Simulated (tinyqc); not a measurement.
Inside a calculation. Model: short-channel transistor, virtual-source model with series resistance.

tinyqc, about 0.01 s, one thread, Intel Xeon 2.30GHz (shared host): `OMP_NUM_THREADS=1 python tinyqc.py 2380035 2380036 out.jsonl` Printed values are rounded.

The current per gate width is the charge at the top of the source barrier (the virtual source) times its velocity times a saturation function; al and be are fitting constants of the model. Units: I in uA/um, Rs in ohm um, so I Rs = 1e-6 I Rs in volts; Q in uC/cm^2, so I = 1e-4 Q vx0 Fsat with vx0 in cm/s.

Values chosen for this exercise: temperature T = 250 K; inversion capacitance Cinv = 2.2 uF/cm^2; velocity at the virtual source vx0 = 8.08e6 cm/s; apparent mobility mu = 94 cm^2/(V s); channel length L = 25 nm; threshold at zero drain voltage VT0 = 0.3 V; drain-induced barrier lowering dl = 0.044 V/V; subthreshold factor n0 = 1.36; growth of n with drain voltage nd = 0.2 1/V; threshold shift (in units of Vt) from weak to strong inversion al = 3.5; sharpness of saturation be = 1.6; series resistance of each contact Rs = 300 ohm um; gate voltage Vgs = 0.5 V; drain voltage Vds = 0.2 V.

Constants: q = 1.602176634e-19 C, kB = 1.380649e-23 J/K, Vt = kB T/q. Results are converted to the units shown.

## Iteration 1: current through the series resistance

I at the start = 0 uA/um

Intrinsic voltages Vg' = Vgs - I Rs, Vd' = Vds - 2 I Rs. n = n0 + nd Vd', VT = VT0 - dl Vd', Ff = 1/(1 + exp((Vg' - VT + al Vt/2)/(al Vt))), Q = Cinv n Vt ln(1 + exp((Vg' - VT + al Vt Ff)/(n Vt))), Vdsat = (vx0 L/mu)(1 - Ff) + Vt Ff, Fsat = u/(1 + u^be)^(1/be) with u = Vd'/Vdsat, and I(out) = Q vx0 Fsat per width. (Fsat takes the sign of u.) I(new) = I(out).

Vg' = 0.5 V
Vd' = 0.2 V
VT = 0.2912 V
Ff = 0.0366441
Q = 0.465498 uC/cm^2
Vdsat = 0.207808 V
Fsat = 0.635934
I(out) = 239.189 uA/um
I after iteration 1 = 239.189 uA/um

## Iteration 2: current through the series resistance

As before.

Vg' = 0.428243 V
Vd' = 0.0564864 V
VT = 0.297515 V
Ff = 0.0967593
Q = 0.304259 uC/cm^2
Vdsat = 0.196185 V
Fsat = 0.265808
I(out) = 65.3466 uA/um
I after iteration 2 = 65.3466 uA/um

## Iteration 3: current through the series resistance

As before.

Vg' = 0.480396 V
Vd' = 0.160792 V
VT = 0.292925 V
Ff = 0.0480488
Q = 0.420519 uC/cm^2
Vdsat = 0.205603 V
Fsat = 0.566575
I(out) = 192.511 uA/um
I after iteration 3 = 192.511 uA/um

## Course of the iteration: current through the series resistance

Stop when I changes by less than 1e-7 uA/um, or after 30 iterations.

Course of the iteration:
```
iteration  I (uA/um)  |change| (uA/um)
1            239.189               239
2            65.3466               174
3            192.511               127
4            99.5957              92.9
5            167.717              68.1
6            117.849              49.9
7            154.418              36.6
8            127.628              26.8
9            147.272              19.6
...              ...               ...
22           138.821             0.347
23           139.075             0.254
24           138.889             0.186
25           139.026             0.137
26           138.926             0.100
27           138.999            0.0734
28           138.945            0.0538
29           138.985            0.0394
30           138.956            0.0289
```

Not converged within 30 iterations. The value swings about the solution and each change is still 0.73 times the one before. At the solution, 139.0 uA/um, the slope dI(out)/dI is -0.733, close to -1, so plain substitution closes in slowly. A rerun with Newton steps converges in 4 iterations.
